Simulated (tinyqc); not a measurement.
Resistance of a tapered via with liner, size effect and interface: one step of the calculation.

A round via whose diameter grows from db at the bottom as D(z) = db + 2 z/tan(ang). The fill, of diameter D - 2 tl, starts above the bottom liner (thickness fb tl) and has rho = rho0 (1 + ks lam/(D - 2 tl)); the sidewall liner conducts in parallel with it. The bottom liner and the interface are crossed over the full area pi db^2/4. Spreading in the lines above and below is left out.

Question. Slices of the via. Slices between z0 = fb tl and hv, evaluated at their midpoints: conductance per length pi/4 [(D - 2 tl)^2/rho + (D^2 - (D - 2 tl)^2)/rl], slice resistance = slice height over that. 9 slices.

Values chosen for this exercise; fill metal close to ruthenium:
```
symbol,value,unit,meaning
db,11,nm,diameter at the bottom
hv,41,nm,height
ang,85,degrees,sidewall angle
rho0,7.93,uohm cm,bulk resistivity of the fill
lam,6.65,nm,mean free path of the fill
ks,0.7,,size-effect factor
tl,0.5,nm,liner on the sidewall
fb,0.7,,liner at the bottom over that on the sidewall
rl,310,uohm cm,resistivity of the liner
```

Give: z; D; rho; slice resistance.

Answer.

z, slice 0 to 8 (nm): [2.6083, 7.1250, 11.642, 16.158, 20.675, 25.192, 29.708, 34.225, 38.742]
D, slice 0 to 8 (nm): [11.456, 12.247, 13.037, 13.827, 14.618, 15.408, 16.198, 16.989, 17.779]
rho, slice 0 to 8 (uohm cm): [11.460, 11.212, 10.997, 10.808, 10.641, 10.492, 10.359, 10.239, 10.130]
slice resistance, slice 0 to 8 (ohm): [5.9835, 5.0636, 4.3381, 3.7562, 3.2827, 2.8925, 2.5673, 2.2936, 2.0610]

tinyqc, about 0.01 s, one thread, Intel Xeon 2.30GHz (shared host): `OMP_NUM_THREADS=1 python tinyqc.py 2750106 2750107 out.jsonl`
